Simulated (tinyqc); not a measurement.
RKS/LDA (VWN5) in the 6-31g basis, for H3+, spin multiplicity 1, step by step (part 1 of 2). Computed by tinyqc, a small Python program that keeps every step (integrals from PySCF). Settings: charge = 1, multiplicity = 1, basis = 6-31g, energy threshold = 1e-10, iteration cap = 88, orthogonalisation = symmetric, start = atomic densities, DIIS depth = 4, method = RKS, functional = lda,vwn, grid = [30, 26]. Command: `OMP_NUM_THREADS=1 python tinyqc.py 29890 29891 out.jsonl` (the two numbers bound the seeds that draw the settings). One thread of a shared host (Intel(R) Xeon(R) Processor @ 2.60GHz), about 0.3 s of CPU time with the checks. Later iterations appear only in the table of the cycle.

## One-electron integrals

Geometry (angstrom):

| atom | x | y | z |
|---|---|---|---|
| H | 0.000000 | 0.000000 | 0.000000 |
| H | 0.000000 | 0.000000 | 1.020000 |
| H | 0.000000 | 1.091000 | 0.239000 |

Basis 6-31g: exponents (1/bohr^2) and contraction coefficients of normalised primitives:

| element | l (shell) | exponent | coefficient |
|---|---|---|---|
| H | s (1) | 18.731137 | 0.033495 |
| H | s (1) | 2.825394 | 0.234727 |
| H | s (1) | 0.640122 | 0.813757 |
| H | s (2) | 0.161278 | 1.000000 |

Overlap, kinetic and nuclear-attraction integrals over the contracted functions; the nuclear repulsion is the sum of Za Zb / Rab.

nuclear repulsion = 1.38700320 hartree

overlap S:
```
          1H 1s     1H 2s     2H 1s     2H 2s     3H 1s     3H 2s
1H 1s  1.000000  0.658292  0.240665  0.403993  0.185539  0.366627
1H 2s  0.658292  1.000000  0.403993  0.741114  0.366627  0.698228
2H 1s  0.240665  0.403993  1.000000  0.658292  0.093945  0.282954
2H 2s  0.403993  0.741114  0.658292  1.000000  0.282954  0.595467
3H 1s  0.185539  0.366627  0.093945  0.282954  1.000000  0.658292
3H 2s  0.366627  0.698228  0.282954  0.595467  0.658292  1.000000
```

kinetic energy T (hartree):
```
           1H 1s     1H 2s      2H 1s     2H 2s      3H 1s     3H 2s
1H 1s   1.395678  0.259735   0.018647  0.107224  -0.016965  0.087924
1H 2s   0.259735  0.241917   0.107224  0.143478   0.087924  0.128463
2H 1s   0.018647  0.107224   1.395678  0.259735  -0.048655  0.048564
2H 2s   0.107224  0.143478   0.259735  0.241917   0.048564  0.094268
3H 1s  -0.016965  0.087924  -0.048655  0.048564   1.395678  0.259735
3H 2s   0.087924  0.128463   0.048564  0.094268   0.259735  0.241917
```

nuclear attraction V (hartree):
```
           1H 1s      1H 2s      2H 1s      2H 2s      3H 1s      3H 2s
1H 1s  -2.644904  -1.389199  -0.579098  -0.876834  -0.431236  -0.792153
1H 2s  -1.389199  -1.527718  -0.854581  -1.181158  -0.760132  -1.110714
2H 1s  -0.579098  -0.854581  -2.565717  -1.338709  -0.206979  -0.594704
2H 2s  -0.876834  -1.181158  -1.338709  -1.474527  -0.584760  -0.949858
3H 1s  -0.431236  -0.760132  -0.206979  -0.584760  -2.521190  -1.311449
3H 2s  -0.792153  -1.110714  -0.594704  -0.949858  -1.311449  -1.449946
```

core Hamiltonian H = T + V (hartree):
```
           1H 1s      1H 2s      2H 1s      2H 2s      3H 1s      3H 2s
1H 1s  -1.249226  -1.129463  -0.560451  -0.769610  -0.448201  -0.704228
1H 2s  -1.129463  -1.285801  -0.747357  -1.037680  -0.672207  -0.982252
2H 1s  -0.560451  -0.747357  -1.170039  -1.078974  -0.255634  -0.546140
2H 2s  -0.769610  -1.037680  -1.078974  -1.232610  -0.536196  -0.855590
3H 1s  -0.448201  -0.672207  -0.255634  -0.536196  -1.125512  -1.051714
3H 2s  -0.704228  -0.982252  -0.546140  -0.855590  -1.051714  -1.208029
```

## Two-electron integrals

Functions are numbered as in S; the eight-fold symmetry (ij|kl) = (ji|kl) = (kl|ij) leaves the list below.

Two-electron integrals (ij|kl) in chemists' order, unique and non-zero (hartree):
```
(11|11) 1.076566   (21|11) 0.578470   (21|21) 0.329423   (22|11) 0.587396
(22|21) 0.361304   (22|22) 0.453150   (31|11) 0.193574   (31|21) 0.113045
(31|22) 0.128315   (31|31) 0.053842   (32|11) 0.232205   (32|21) 0.144849
(32|22) 0.184681   (32|31) 0.075271   (32|32) 0.122969   (33|11) 0.510398
(33|21) 0.327412   (33|22) 0.437655   (33|31) 0.193574   (33|32) 0.345192
(33|33) 1.076566   (41|11) 0.345192   (41|21) 0.197851   (41|22) 0.219230
(41|31) 0.075271   (41|32) 0.099295   (41|33) 0.232205   (41|41) 0.122969
(42|11) 0.401296   (42|21) 0.249306   (42|22) 0.319794   (42|31) 0.102696
(42|32) 0.159254   (42|33) 0.401296   (42|41) 0.159254   (42|42) 0.248893
(43|11) 0.327412   (43|21) 0.208529   (43|22) 0.278184   (43|31) 0.113045
(43|32) 0.197851   (43|33) 0.578470   (43|41) 0.144849   (43|42) 0.249306
(43|43) 0.329423   (44|11) 0.437655   (44|21) 0.278184   (44|22) 0.376836
(44|31) 0.128315   (44|32) 0.219230   (44|33) 0.587396   (44|41) 0.184681
(44|42) 0.319794   (44|43) 0.361304   (44|44) 0.453150   (51|11) 0.143376
(51|21) 0.084508   (51|22) 0.097347   (51|31) 0.030304   (51|32) 0.040358
(51|33) 0.091238   (51|41) 0.051920   (51|42) 0.069322   (51|43) 0.058593
(51|44) 0.079005   (51|51) 0.031677   (52|11) 0.198297   (52|21) 0.124797
(52|22) 0.162238   (52|31) 0.045899   (52|32) 0.067536   (52|33) 0.157281
(52|41) 0.077526   (52|42) 0.118552   (52|43) 0.101640   (52|44) 0.141277
(52|51) 0.051796   (52|52) 0.101106   (53|11) 0.055789   (53|21) 0.034881
(53|22) 0.044216   (53|31) 0.016560   (53|32) 0.025612   (53|33) 0.065856
(53|41) 0.023424   (53|42) 0.036397   (53|43) 0.039666   (53|44) 0.047331
(53|51) 0.013150   (53|52) 0.023597   (53|53) 0.007985   (54|11) 0.146194
(54|21) 0.092597   (54|22) 0.122096   (54|31) 0.036598   (54|32) 0.055718
(54|33) 0.133022   (54|41) 0.058955   (54|42) 0.093251   (54|43) 0.085161
(54|44) 0.115426   (54|51) 0.038519   (54|52) 0.076539   (54|53) 0.019460
(54|54) 0.059969   (55|11) 0.469548   (55|21) 0.303769   (55|22) 0.416573
(55|31) 0.111513   (55|32) 0.169724   (55|33) 0.393606   (55|41) 0.189765
(55|42) 0.307564   (55|43) 0.257541   (55|44) 0.369743   (55|51) 0.143376
(55|52) 0.311536   (55|53) 0.065856   (55|54) 0.236925   (55|55) 1.076566
(61|11) 0.311536   (61|21) 0.178786   (61|22) 0.198504   (61|31) 0.062747
(61|32) 0.081472   (61|33) 0.185429   (61|41) 0.108278   (61|42) 0.138697
(61|43) 0.117827   (61|44) 0.156369   (61|51) 0.051796   (61|52) 0.078883
(61|53) 0.021560   (61|54) 0.058601   (61|55) 0.198297   (61|61) 0.101106
(62|11) 0.372245   (62|21) 0.231682   (62|22) 0.298438   (62|31) 0.084795
(62|32) 0.125555   (62|33) 0.300570   (62|41) 0.142332   (62|42) 0.215713
(62|43) 0.191348   (62|44) 0.260226   (62|51) 0.074463   (62|52) 0.135345
(62|53) 0.034794   (62|54) 0.102621   (62|55) 0.372245   (62|61) 0.135345
(62|62) 0.220921   (63|11) 0.154320   (63|21) 0.097036   (63|22) 0.125806
(63|31) 0.050536   (63|32) 0.084123   (63|33) 0.236925   (63|41) 0.066633
(63|42) 0.109336   (63|43) 0.136423   (63|44) 0.152279   (63|51) 0.029615
(63|52) 0.051510   (63|53) 0.019460   (63|54) 0.043044   (63|55) 0.133022
(63|61) 0.056309   (63|62) 0.090309   (63|63) 0.059969   (64|11) 0.284884
(64|21) 0.179464   (64|22) 0.237822   (64|31) 0.075141   (64|32) 0.120181
(64|33) 0.304872   (64|41) 0.115511   (64|42) 0.188625   (64|43) 0.190635
(64|44) 0.248228   (64|51) 0.058720   (64|52) 0.109919   (64|53) 0.032058
(64|54) 0.087697   (64|55) 0.304872   (64|61) 0.105627   (64|62) 0.179407
(64|63) 0.087697   (64|64) 0.160678   (65|11) 0.303769   (65|21) 0.195093
(65|22) 0.265992   (65|31) 0.072068   (65|32) 0.109882   (65|33) 0.257541
(65|41) 0.121624   (65|42) 0.196453   (65|43) 0.167640   (65|44) 0.238388
(65|51) 0.084508   (65|52) 0.178786   (65|53) 0.039666   (65|54) 0.136423
(65|55) 0.578470   (65|61) 0.124797   (65|62) 0.231682   (65|63) 0.085161
(65|64) 0.190635   (65|65) 0.329423   (66|11) 0.416573   (66|21) 0.265992
(66|22) 0.364520   (66|31) 0.098943   (66|32) 0.153563   (66|33) 0.369743
(66|41) 0.164968   (66|42) 0.269456   (66|43) 0.238388   (66|44) 0.335293
(66|51) 0.097347   (66|52) 0.198504   (66|53) 0.047331   (66|54) 0.152279
(66|55) 0.587396   (66|61) 0.162238   (66|62) 0.298438   (66|63) 0.115426
(66|64) 0.248228   (66|65) 0.361304   (66|66) 0.453150
```

## Orthogonalisation

S = U s U^T; symmetric (Loewdin) form X = U s^(-1/2) U^T, so that X^T S X = 1.

eigenvalues of S: 0.142077  0.205131  0.399417  0.831498  1.114078  3.307798

X:
```
           1H 1s      1H 2s      2H 1s      2H 2s      3H 1s      3H 2s
1H 1s   1.260830  -0.520783  -0.037550   0.024552  -0.009304   0.020992
1H 2s  -0.520783   1.894331   0.006145  -0.567204  -0.000229  -0.477451
2H 1s  -0.037550   0.006145   1.259785  -0.507878   0.026729   0.019805
2H 2s   0.024552  -0.567204  -0.507878   1.719473   0.016150  -0.254979
3H 1s  -0.009304  -0.000229   0.026729   0.016150   1.257635  -0.507077
3H 2s   0.020992  -0.477451   0.019805  -0.254979  -0.507077   1.645072
```

## Starting guess

The start is atomic minimal-basis densities projected into this basis (PySCF's MINAO start) and scaled to the electron count of each spin; this density is not idempotent, so its energy is not variational and may lie below the converged one.

D at the start:
```
           1H 1s     1H 2s      2H 1s     2H 2s      3H 1s     3H 2s
1H 1s   0.181492  0.196132  -0.005243  0.001655  -0.005663  0.001878
1H 2s   0.196132  0.212366   0.000182  0.008461   0.000027  0.009037
2H 1s  -0.005243  0.000182   0.181066  0.196946  -0.006658  0.001539
2H 2s   0.001655  0.008461   0.196946  0.214932   0.001169  0.011200
3H 1s  -0.005663  0.000027  -0.006658  0.001169   0.180872  0.196992
3H 2s   0.001878  0.009037   0.001539  0.011200   0.196992  0.215358
```

## Iteration 1: exchange-correlation on the grid

Becke grid with 30 radial and 26 angular points per atom, points of zero weight dropped. rho = sum D_ij phi_i phi_j; V_xc,ij = sum w v_xc phi_i phi_j; v_xc is d(rho eps)/d rho.

The 8 grid points with the largest w rho, of 2320 (bohr, atomic units):

| x | y | z | w | rho | eps_xc | v_xc |
|---|---|---|---|---|---|---|
| 1.295762 | 0.000000 | 0.000000 | 0.233285 | 0.019115 | -0.239271 | -0.311682 |
| -1.295762 | 0.000000 | 0.000000 | 0.233285 | 0.019115 | -0.239271 | -0.311682 |
| 0.000000 | 1.295762 | 1.927521 | 0.175353 | 0.025133 | -0.259956 | -0.338800 |
| 1.545546 | 0.000000 | 0.000000 | 0.375323 | 0.011617 | -0.205855 | -0.267924 |
| -1.545546 | 0.000000 | 0.000000 | 0.375323 | 0.011617 | -0.205855 | -0.267924 |
| 0.000000 | 1.076870 | 1.927521 | 0.127853 | 0.033729 | -0.284249 | -0.370676 |
| 1.295762 | 0.000000 | 1.927521 | 0.233238 | 0.018429 | -0.236640 | -0.308234 |
| -1.295762 | 0.000000 | 1.927521 | 0.233238 | 0.018429 | -0.236640 | -0.308234 |

electrons on the grid, sum of w rho = 1.998606

E_xc = sum of w rho eps_xc = -0.54508495 hartree

V_xc (hartree):
```
           1H 1s      1H 2s      2H 1s      2H 2s      3H 1s      3H 2s
1H 1s  -0.444626  -0.251496  -0.103097  -0.158367  -0.077798  -0.143138
1H 2s  -0.251496  -0.273069  -0.155634  -0.212376  -0.139394  -0.200362
2H 1s  -0.103097  -0.155634  -0.438051  -0.245316  -0.037960  -0.108091
2H 2s  -0.158367  -0.212376  -0.245316  -0.265277  -0.107281  -0.171122
3H 1s  -0.077798  -0.139394  -0.037960  -0.107281  -0.433864  -0.242400
3H 2s  -0.143138  -0.200362  -0.108091  -0.171122  -0.242400  -0.262642
```

## Iteration 1: building the Kohn-Sham matrix

J_ij = sum D_kl (ij|kl); F = H + J + V_xc; E = tr D H + tr D J / 2 + E_xc + E_nn.

Coulomb J (hartree):
```
          1H 1s     1H 2s     2H 1s     2H 2s     3H 1s     3H 2s
1H 1s  1.175540  0.712959  0.288334  0.450741  0.220164  0.409106
1H 2s  0.712959  0.888342  0.439939  0.680849  0.394264  0.641438
2H 1s  0.288334  0.439939  1.133081  0.687609  0.110460  0.309696
2H 2s  0.450741  0.680849  0.687609  0.862483  0.305650  0.549416
3H 1s  0.220164  0.394264  0.110460  0.305650  1.111660  0.675318
3H 2s  0.409106  0.641438  0.309696  0.549416  0.675318  0.851126
```

Kohn-Sham matrix F (hartree):
```
           1H 1s      1H 2s      2H 1s      2H 2s      3H 1s      3H 2s
1H 1s  -0.518312  -0.668000  -0.375213  -0.477236  -0.305836  -0.438260
1H 2s  -0.668000  -0.670528  -0.463052  -0.569207  -0.417338  -0.541176
2H 1s  -0.375213  -0.463052  -0.475009  -0.636681  -0.183135  -0.344535
2H 2s  -0.477236  -0.569207  -0.636681  -0.635404  -0.337828  -0.477296
3H 1s  -0.305836  -0.417338  -0.183135  -0.337828  -0.447716  -0.618795
3H 2s  -0.438260  -0.541176  -0.344535  -0.477296  -0.618795  -0.619545
```

total energy of this density = -0.91594492 hartree

This density is the starting one; it is not idempotent, so its energy is not variational and may lie below the converged one.

## Iteration 1: diagonalisation and new density

Diagonalise F' = X^T F X, C = X C', fill 1 alpha and 1 beta electrons from the bottom; D = 2 C_occ C_occ^T. Each column has its largest component positive (the first on a tie).

F' = X^T F X (hartree):
```
           1          2          3          4          5          6
1  -0.134252  -0.477353  -0.143734  -0.060939  -0.092354  -0.061125
2  -0.477353  -0.132543  -0.066914  -0.101772  -0.068169  -0.095933
3  -0.143734  -0.066914  -0.100785  -0.477931  -0.001441  -0.049424
4  -0.060939  -0.101772  -0.477931  -0.139424  -0.051551  -0.084475
5  -0.092354  -0.068169  -0.001441  -0.051551  -0.084700  -0.480089
6  -0.061125  -0.095933  -0.049424  -0.084475  -0.480089  -0.140625
```

orbital energies (hartree): MO1 -0.899019, MO2 -0.504121, MO3 -0.404595, MO4 0.289849, MO5 0.359844, MO6 0.425712

coefficients C:
```
            MO1        MO2        MO3        MO4        MO5        MO6
1H 1s  0.344996  -0.055253   0.390402  -0.923013  -0.173969  -0.840679
1H 2s  0.207222  -0.077855   1.114090   1.040087   0.134678   1.421022
2H 1s  0.285901  -0.334531  -0.248731  -0.735717   0.585409   0.841459
2H 2s  0.167065  -0.590110  -0.783561   0.575642  -0.993295  -1.137550
3H 1s  0.249028   0.401063  -0.153207  -0.289093  -1.079709   0.586643
3H 2s  0.151532   0.742518  -0.488223  -0.106659   1.370232  -0.745403
```

D after iteration 1:
```
          1H 1s     1H 2s     2H 1s     2H 2s     3H 1s     3H 2s
1H 1s  0.238045  0.142982  0.197269  0.115274  0.171827  0.104556
1H 2s  0.142982  0.085882  0.118490  0.069239  0.103208  0.062801
2H 1s  0.197269  0.118490  0.163478  0.095528  0.142394  0.086646
2H 2s  0.115274  0.069239  0.095528  0.055822  0.083208  0.050631
3H 1s  0.171827  0.103208  0.142394  0.083208  0.124030  0.075471
3H 2s  0.104556  0.062801  0.086646  0.050631  0.075471  0.045924
```

## Iteration 2: exchange-correlation on the grid

As before.

The 8 grid points with the largest w rho, of 2320 (bohr, atomic units):

| x | y | z | w | rho | eps_xc | v_xc |
|---|---|---|---|---|---|---|
| 0.000000 | 0.761462 | 0.761462 | 0.074807 | 0.092530 | -0.386874 | -0.505603 |
| 0.000000 | 0.626401 | 0.626401 | 0.058161 | 0.109146 | -0.407004 | -0.532111 |
| 0.000000 | 0.761462 | 1.166059 | 0.079392 | 0.079727 | -0.369603 | -0.482869 |
| 0.000000 | 0.000000 | 0.885865 | 0.053525 | 0.117584 | -0.416431 | -0.544529 |
| 0.000000 | 0.984821 | 0.451645 | 0.068864 | 0.090487 | -0.384232 | -0.502125 |
| 0.000000 | 0.885865 | 0.000000 | 0.065744 | 0.092044 | -0.386249 | -0.504780 |
| 0.000000 | 0.000000 | 1.041655 | 0.052895 | 0.112625 | -0.410950 | -0.537308 |
| 0.000000 | 1.076870 | 0.000000 | 0.072460 | 0.078344 | -0.367625 | -0.480267 |

electrons on the grid, sum of w rho = 2.002386

E_xc = sum of w rho eps_xc = -0.59999283 hartree

V_xc (hartree):
```
           1H 1s      1H 2s      2H 1s      2H 2s      3H 1s      3H 2s
1H 1s  -0.488686  -0.271841  -0.112909  -0.172251  -0.083321  -0.155045
1H 2s  -0.271841  -0.279850  -0.161668  -0.216594  -0.138358  -0.201426
2H 1s  -0.112909  -0.161668  -0.443566  -0.248002  -0.040285  -0.112016
2H 2s  -0.172251  -0.216594  -0.248002  -0.261448  -0.106673  -0.170845
3H 1s  -0.083321  -0.138358  -0.040285  -0.106673  -0.410151  -0.231119
3H 2s  -0.155045  -0.201426  -0.112016  -0.170845  -0.231119  -0.249409
```

## Iteration 2: building the Kohn-Sham matrix

As before.

Coulomb J (hartree):
```
          1H 1s     1H 2s     2H 1s     2H 2s     3H 1s     3H 2s
1H 1s  1.330250  0.791853  0.320573  0.500714  0.238270  0.451574
1H 2s  0.791853  0.950302  0.471431  0.723307  0.404667  0.671837
2H 1s  0.320573  0.471431  1.197140  0.724939  0.117811  0.329522
2H 2s  0.500714  0.723307  0.724939  0.899037  0.313387  0.571227
3H 1s  0.238270  0.404667  0.117811  0.313387  1.100889  0.675368
3H 2s  0.451574  0.671837  0.329522  0.571227  0.675368  0.860014
```

Kohn-Sham matrix F (hartree):
```
           1H 1s      1H 2s      2H 1s      2H 2s      3H 1s      3H 2s
1H 1s  -0.407663  -0.609452  -0.352787  -0.441147  -0.293251  -0.407699
1H 2s  -0.609452  -0.615349  -0.437594  -0.530967  -0.405898  -0.511840
2H 1s  -0.352787  -0.437594  -0.416464  -0.602037  -0.178108  -0.328634
2H 2s  -0.441147  -0.530967  -0.602037  -0.595022  -0.329482  -0.455208
3H 1s  -0.293251  -0.405898  -0.178108  -0.329482  -0.434773  -0.607464
3H 2s  -0.407699  -0.511840  -0.328634  -0.455208  -0.607464  -0.597424
```

total energy of this density = -1.24702773 hartree

## Iteration 2: DIIS over 2 matrices

error matrix X^T (FDS - SDF) X:
```
           1          2          3          4         5          6
1   0.000000   0.033524   0.023630   0.034416  0.038863   0.037813
2  -0.033524   0.000000  -0.005119   0.004131  0.013371   0.009430
3  -0.023630   0.005119   0.000000   0.008167  0.015359   0.012420
4  -0.034416  -0.004131  -0.008167   0.000000  0.008938   0.005021
5  -0.038863  -0.013371  -0.015359  -0.008938  0.000000  -0.004150
6  -0.037813  -0.009430  -0.012420  -0.005021  0.004150   0.000000
```

B (overlaps of the stored error matrices):
```
                1               2
1   8.3540665e-02  -1.7366674e-02
2  -1.7366674e-02   1.3394076e-02
```

Minimise |sum c_i e_i|^2 with sum c_i = 1: solve [B -1; -1 0][c; lambda] = [0; -1] with B_ij = tr e_i^T e_j, and take F = sum c_i F_i.

DIIS coefficients: 0.233623  0.766377

extrapolated F (hartree):
```
           1H 1s      1H 2s      2H 1s      2H 2s      3H 1s      3H 2s
1H 1s  -0.433513  -0.623130  -0.358026  -0.449578  -0.296191  -0.414839
1H 2s  -0.623130  -0.628240  -0.443542  -0.539901  -0.408571  -0.518694
2H 1s  -0.358026  -0.443542  -0.430141  -0.610131  -0.179282  -0.332349
2H 2s  -0.449578  -0.539901  -0.610131  -0.604456  -0.331432  -0.460369
3H 1s  -0.296191  -0.408571  -0.179282  -0.331432  -0.437797  -0.610112
3H 2s  -0.414839  -0.518694  -0.332349  -0.460369  -0.610112  -0.602592
```

## Iteration 2: diagonalisation and new density

As before.

F' = X^T F X (hartree):
```
           1          2          3          4          5          6
1  -0.046161  -0.474640  -0.142624  -0.054779  -0.092016  -0.055042
2  -0.474640  -0.098908  -0.065519  -0.098225  -0.069511  -0.094503
3  -0.142624  -0.065519  -0.055591  -0.476411  -0.001224  -0.047218
4  -0.054779  -0.098225  -0.476411  -0.118638  -0.051576  -0.085168
5  -0.092016  -0.069511  -0.001224  -0.051576  -0.075768  -0.479982
6  -0.055042  -0.094503  -0.047218  -0.085168  -0.479982  -0.131149
```

orbital energies (hartree): MO1 -0.853231, MO2 -0.484785, MO3 -0.364192, MO4 0.331515, MO5 0.374643, MO6 0.469835

coefficients C:
```
            MO1        MO2        MO3        MO4        MO5        MO6
1H 1s  0.307775  -0.074729   0.370391  -0.832024   0.010995  -0.966212
1H 2s  0.184627  -0.117629   1.164633   0.852984  -0.123776   1.504070
2H 1s  0.278644  -0.328670  -0.231092  -0.784317   0.564465   0.821408
2H 2s  0.177590  -0.585883  -0.818756   0.623722  -0.913231  -1.154967
3H 1s  0.271623   0.395316  -0.126985  -0.450293  -1.102705   0.418250
3H 2s  0.188293   0.752317  -0.472904   0.110662   1.444845  -0.576453
```

D after iteration 2:
```
          1H 1s     1H 2s     2H 1s     2H 2s     3H 1s     3H 2s
1H 1s  0.189450  0.113647  0.171519  0.109315  0.167197  0.115904
1H 2s  0.113647  0.068174  0.102890  0.065576  0.100298  0.069528
2H 1s  0.171519  0.102890  0.155285  0.098969  0.151372  0.104934
2H 2s  0.109315  0.065576  0.098969  0.063076  0.096475  0.066878
3H 1s  0.167197  0.100298  0.151372  0.096475  0.147558  0.102290
3H 2s  0.115904  0.069528  0.104934  0.066878  0.102290  0.070909
```
